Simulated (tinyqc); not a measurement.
Kinetic Monte Carlo and master equation for a particle on a ring of sites with traps and bias: one step, computed by the program tinyqc.

8 sites on a ring, numbered 1 to 8. The saddle between i and i+1 lies at E0 + s b_i and site i at s eps_i; a force F tilts the landscape, with the saddle half-way.

Problem. Rate table. Rates: k(i to i+1) = nu exp(-(E0 + s b_i - s eps_i - F a/2)/(k_B T)), k(i to i-1) = nu exp(-(E0 + s b_(i-1) - s eps_i + F a/2)/(k_B T)). Share right = k right/(k right + k left); mean stay = 1/(k right + k left).

Inputs (values chosen for the exercise, for a model defect):
```
quantity                         value         unit
reference barrier E0              0.55           eV
scale factor s of the disorder       1            -
attempt frequency nu               2.3          THz
temperature T                      450            K
site spacing a                     3.4     angstrom
force F along the ring          0.0013  eV/angstrom
```

Disorder: random barriers.

site energies eps_i (eV): 0  0  0  0  0  0  0  0

saddle shifts b_i between sites i and i+1 (eV): 0.0066  -0.0045  0.02  0.022  0.031  0.023  0.0012  -0.007

Constants: k_B = 8.617333262e-05 eV/K.

Give: Rates, shares of right hops and mean stays.

Solution.

Rates, shares of right hops and mean stays:
```
site  k right (1/s)  k left (1/s)  share right  mean stay (s)
1        1.4218e+06    1.8015e+06      0.44109     3.1024e-07
2        1.8930e+06    1.2686e+06      0.59874     3.1629e-07
3        1.0064e+06    1.6891e+06      0.37336     3.7100e-07
4        9.5579e+05    8.9796e+05      0.51560     5.3945e-07
5        7.5782e+05    8.5282e+05      0.47051     6.2087e-07
6        9.3145e+05    6.7618e+05      0.57939     6.2203e-07
7        1.6342e+06    8.3111e+05      0.66288     4.0562e-07
8        2.0190e+06    1.4582e+06      0.58065     2.8759e-07
```

The particle stays longest on site 6, 2.2 times as long as on the quickest site.
